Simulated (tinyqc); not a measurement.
# Inputs raised by 10 %, one at a time

Model: scattering of inversion-layer electrons by surface optical phonons of the gate insulator (remote phonon scattering). Computed by tinyqc, a small Python program. Command: `OMP_NUM_THREADS=1 python tinyqc.py 3110761 3110762 out.jsonl sophonon sens`. One thread of a shared host (Intel(R) Xeon(R) Processor @ 2.30GHz), about 0.05 s of CPU time with the checks.

One subband with the Fang-Howard envelope; insulator and channel are half-spaces, the gate is far away, and an interlayer only moves the polar surface away by t (its own modes and its permittivity contrast are left out).

Inputs (values chosen for the exercise, modelled on SiO2 on germanium): static constant of the insulator eps_0s = 3.93; intermediate constant eps_i = 3.05; optical constant eps_inf = 2.54; hbar omega_TO1 = 55.7 meV; hbar omega_TO2 = 140 meV; constant of the channel eps_s = 16.2; in-plane mass m = 0.123 m_0; valleys g_v = 4; sheet density n = 1.5e+12 1/cm^2; mean distance of the electrons z0 = 3/b = 1.9 nm; interlayer thickness t = 0 nm; temperature T = 300 K; electron energy E = 64 meV; mobility from other processes = 220 cm^2/(V s).

Screening by the channel electrons: none.

Constants: k_B = 8.617333262e-05 eV/K; hbar^2/(2 m_0) = 3.80998212 eV angstrom^2; e^2/(4 pi eps_0) = 14.39964548 eV angstrom; hbar = 6.582119569e-16 eV s; e = 1.602176634e-19 C; m_0 = 9.1093837015e-31 kg.

Method:
- eps(w) = eps_inf + (eps_0s - eps_i) w1^2/(w1^2 - w^2) + (eps_i - eps_inf) w2^2/(w2^2 - w^2). Surface modes solve eps(w) + eps_s = 0, a quadratic in w^2; the strength of a mode is g = 2/(w d eps/dw).
- Occupation N = 1/(exp(hbar w/(k_B T)) - 1).
- Density of states D = g_v m/(pi hbar^2); eta = E_F/(k_B T) = ln(exp(n/(D k_B T)) - 1); screening wave number q_s = e^2 D/(2 eps_0 eps_avg) x 1/(1 + exp(-eta)), eps_avg = (eps_s + eps_inf)/2; b = 3/z0.
- For a mode of strength g, without the occupation factor, Area x |M(q)|^2 = e^2 hbar w g/(2 eps_0 q) x (b/(b + q))^6 exp(-2 q t).
- Approximate momentum relaxation rate, taking tau v alike in the initial and final states: 1/tau = (m/(2 pi hbar^3)) sum over modes and over absorption (N, E' = E + hbar w) and emission (N + 1, E' = E - hbar w > 0) of [(1 - f(E'))/(1 - f(E))] int_0^(2 pi) Area |M(q)|^2 (1 - cos theta) d theta, q^2 = k^2 + k'^2 - 2 k k' cos theta, f the Fermi function; 48 midpoints in theta from 0 to pi.
- mu = (e/m) int tau E f (1 - f) dE/(k_B T int f dE), by 300 midpoints from 0 to (max(eta, 0) + 14) k_B T; Matthiessen sum with the other processes.

Runs; columns: (1) input moved; (2) from; (3) to; (4) remote-phonon mobility (cm^2/(V s)); (5) total mobility (cm^2/(V s)); (6) tau at E (fs); (7) loss of mobility (%):
```
(1)                                             (2)     (3)         (4)     (5)     (6)      (7)
base run                                          -       -  1.3493e+05  219.64  1070.9  0.16278
static constant of the insulator eps_0s        3.93   4.323  1.0046e+05  219.52   744.9  0.21851
optical constant eps_inf                       2.54   2.794  1.3607e+05  219.64  1065.9  0.16142
hbar omega_TO1 (meV)                           55.7   61.27  1.8723e+05  219.74   883.7  0.11737
hbar omega_TO2 (meV)                            140     154  1.3629e+05  219.65  1069.2  0.16116
in-plane mass m (m_0)                         0.123  0.1353  1.2801e+05  219.62  1078.3  0.17157
mean distance of the electrons z0 = 3/b (nm)    1.9    2.09  1.5910e+05  219.70  1238.9  0.13808
temperature T (K)                               300     330  1.0377e+05  219.53  1012.5  0.21157
```

Exponents ln(y'/y) / ln(x'/x):
```
input                                    remote-phonon mobility  total mobility  tau at E  loss of mobility
static constant of the insulator eps_0s                  -3.095          -0.006    -3.810             3.090
optical constant eps_inf                                  0.088           0.000    -0.050            -0.088
hbar omega_TO1                                            3.437           0.005    -2.016            -3.432
hbar omega_TO2                                            0.105           0.000    -0.018            -0.105
in-plane mass m                                          -0.553          -0.001     0.072             0.552
mean distance of the electrons z0 = 3/b                   1.729           0.003     1.529            -1.726
temperature T                                            -2.756          -0.005    -0.588             2.751
```

To which inputs is each result most sensitive?

Among the inputs moved here: remote-phonon mobility answers most in size to hbar omega_TO1 (exponent +3.437), next to static constant of the insulator eps_0s (-3.095). Total mobility answers most in size to static constant of the insulator eps_0s (exponent -0.006), next to hbar omega_TO1 (+0.005); its exponent is below 0.0005 for optical constant eps_inf, hbar omega_TO2. tau at E answers most in size to static constant of the insulator eps_0s (exponent -3.810), next to hbar omega_TO1 (-2.016). Loss of mobility answers most in size to hbar omega_TO1 (exponent -3.432), next to static constant of the insulator eps_0s (+3.090).

Caution (all rows): a relaxation time is only an approximation for inelastic scattering, and static or no screening brackets the true dynamic screening only roughly.
